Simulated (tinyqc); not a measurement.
Conductance of a narrow metal strip with scatterers (square lattice, Green functions): sweeps and comparisons. A value that a table varies takes the place of the one given here.

A strip of W sites across with hard walls, site energy 0 and hopping -t. Mode n = 1 to W has profile chi_n(j) = sqrt(2/(W + 1)) sin(n j pi/(W + 1)) and energy en = -2t cos(n pi/(W + 1)); E = en - 2t cos(kn a). With z_n = exp(i kn a) (Im k > 0 for closed modes, |z| < 1) each lead gives the self-energy -t z_n in mode n. One column carries the site energies v, here a uniform barrier across the strip, as of a grain boundary. In the mode basis V_nm = sum_j chi_n(j) v_j chi_m(j), G = (E - en + 2 t z_n - V)^-1, and t_nm = 2t sqrt(sin(kn a) sin(km a)) G_nm in size for open modes. T = sum |t_nm|^2, conductance (2e^2/h) T.

Constants: e^2/h = 3.874045865e-05 S.

Values chosen for the exercise (hopping and spacing of the size met in Cu or Al; the lattice is a model; shifted at random, so the results belong to these values and not to a real crystal): t = 1.12 eV (hopping); W = 4 (sites across); v = (0.9, 0.9, 0.9, 0.9) eV (site energies in the scattering column); a = 2.72 angstrom (spacing); E = -2.28 eV (Fermi energy).

## Conductance steps with and without the scatterer

E is varied across the lower half of the band.

Against energy:
```
E/t    E (eV)  open modes       T  reflected
-3.30  -3.696           1  0.6446     0.3554
-2.95  -3.304           1  0.7751     0.2249
-2.65  -2.968           1  0.8197     0.1803
-2.30  -2.576           2  1.4901     0.5099
-1.95  -2.184           2  1.6328     0.3672
-1.65  -1.848           2  1.6806     0.3194
-1.30  -1.456           3  2.0356     0.9644
-0.95  -1.064           3  2.4086     0.5914
-0.65  -0.728           3  2.4743     0.5257
-0.30  -0.336           4  2.7983     1.2017
0.05    0.056           4  3.0551     0.9449
```

The clean strip goes from 1 to 4 open modes. The reflected flux ranges from 0.180 (E/t = -2.65) to 1.202 (E/t = -0.3). A uniform barrier reflects each mode by v^2/(v^2 + (2t sin(kn a))^2), most the slow ones just above their thresholds.

## The same scatterer in wider strips

Width (W + 1) a; the strength is the entry of v largest in size. The barrier spans the width. Added resistance (1/T - 1/M)/(2 e^2/h), M the number of open modes.

Against width:
```
W   width (angstrom)   M       T     T/M  added resistance (ohm)
3               10.9   1  0.8484  0.8484                  2306.2
4               13.6   2  1.6106  0.8053                  1560.2
5               16.3   2  1.6775  0.8387                  1240.8
6               19.0   3  2.3936  0.7979                  1089.8
8               24.5   4  3.1728  0.7932                   841.2
10              29.9   5  3.9500  0.7900                   686.2
14              40.8   7  5.5019  0.7860                   502.1
20              57.1  10  7.8283  0.7828                   358.0
```

The added resistance is 2306 ohm at W = 3 and 358.0 at W = 20; from W = 10 to 20 it changes by a factor 0.52, where 1/M gives 0.50 and 1/M^2 gives 0.25. A barrier across the strip keeps T/M near a constant (0.78 to 0.79 for W of 8 and more), so its resistance goes as 1/width on average, with steps as modes open: resistance times width runs from 20.5 to 20.6 kohm angstrom there.

## What each change does

Open modes M, T and the added resistance (1/T - 1/M)/(2 e^2/h). Each row changes one parameter from the base and keeps the others.

Results:
```
case                             M       T  added resistance (ohm)
base                             2  1.6106                    1560
t = 1.165 eV                     2  1.6540                    1350
E = -2.19 eV                     2  1.6315                    1457
v = (1.17, 1.17, 1.17, 1.17) eV  2  1.4239                    2611
```

The largest shifts from the base row, up to three for each result and ties (the steps differ in size, so this ranks the rows, not the parameters). M: unchanged at the printed digits by t, E and v. T: v -0.1867, t +0.0434, E +0.0209. added resistance (ohm): v +1051, t -210, E -103.

Program tinyqc; command `OMP_NUM_THREADS=1 python tinyqc.py 1480074 1480075 out.jsonl`; about 0.01 s on one thread of a shared Intel(R) Xeon(R) Processor @ 2.30GHz.
